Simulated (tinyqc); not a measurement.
## MOS capacitor on an n-type substrate, surface potential from the exact charge relation: effect of the reverse bias of the inversion layer against the body on threshold and swing

Uniform n-type substrate, Boltzmann statistics, full ionisation, classical densities. psi is the surface potential against the body (positive when the bands bend down) and u = -psi/Vt. Traps are spread evenly over the gap and neutral at flat band, so their charge is -q Dit psi; the minority quasi-Fermi level is shifted by Vb.

ni = sqrt(Nc Nv) exp(-Eg/(2 Vt)), Eg in volts; phiF = Vt ln(N/ni); Cox = eps0 eox/tox; Vfb = phiM - chi - Vt ln(Nc/N) - q Nf/Cox; VT = Vfb - [(2 phiF + Vb)(1 + q Dit/Cox) + sqrt(2 eps0 eps_r q N (2 phiF + Vb))/Cox]. gamma = sqrt(2 eps0 eps_r q N)/Cox; Wm = sqrt(2 eps0 eps_r (2 phiF + Vb)/(q N)); m = 1 + (eps0 eps_r/Wm + q Dit)/Cox; swing m Vt ln 10; Cmin/Cox = 1/(1 + Cox Wm/(eps0 eps_r)).

Inputs (values chosen for the exercise); band and dielectric values close to those of silicon:
- T = 273 K (temperature)
- Eg = 1.14 eV (band gap)
- eps_r = 11.9 (relative permittivity)
- Nc = 2.47e19 cm^-3 (conduction-band density of states at T)
- Nv = 2.31e19 cm^-3 (valence-band density of states at T)
- chi = 4.09 eV (electron affinity)
- N = 3.7e17 cm^-3 (donor density of the substrate)
- eox = 3.9 (relative permittivity of the gate insulator (close to silicon dioxide))
- tox = 2.2 nm (insulator thickness)
- phiM = 4.9 eV (gate work function)
- Nf = -2.7e10 cm^-2 (fixed charge at the interface, in units of q)
- Dit = 0 cm^-2 eV^-1 (density of interface traps)

Constants: q = 1.602176634e-19 C, kB = 1.380649e-23 J/K, Vt = kB T/q, eps0 = 8.8541878128e-14 F/cm where lengths are in cm. Results are converted to the units shown.

The same in every row: Vfb (V) = 0.71392; 2 phiF (V) = 0.94391; gamma (V^0.5) = 0.22518.

Result of one run:
```
VT (V)	Wm (nm)	m	swing (mV/decade)	Cmin/Cox
-0.44876	57.926	1.1159	60.447	0.10385
```

Which reverse bias of the inversion layer against the body Vb gave this result: 0, 0.8, 1.2, 2 or 2.4 V?

Vb = 0 V.

The whole series:
```
Vb (V)	VT (V)	Wm (nm)	m	swing (mV/decade)	Cmin/Cox
0	-0.44876	57.926	1.1159	60.447	0.10385
0.4	-0.89103	69.118	1.0971	59.430	0.088523
0.8	-1.3274	78.735	1.0853	58.787	0.078560
1.2	-1.7597	87.299	1.0769	58.334	0.071404
1.6	-2.1891	95.095	1.0706	57.993	0.065936
2	-2.6163	102.30	1.0656	57.724	0.061579
2.4	-3.0418	109.03	1.0616	57.504	0.057999
2.8	-3.4657	115.36	1.0582	57.321	0.054989
```

As Vb goes from 0 to 2.8, VT falls from -0.449 to -3.47 V, the swing falls from 60.4 to 57.3 mV/decade and Cmin/Cox falls from 0.104 to 0.0550. Vfb does not move. The slope |dVT/dVb| between the first two rows is 1.11, close to m (VT is counted against the body; against the source it is m - 1).

Computed by the program tinyqc: `OMP_NUM_THREADS=1 python tinyqc.py 2060021 2060022 out.jsonl`, one thread of a shared Intel Xeon 2.30GHz, about 0.01 s for the whole run.
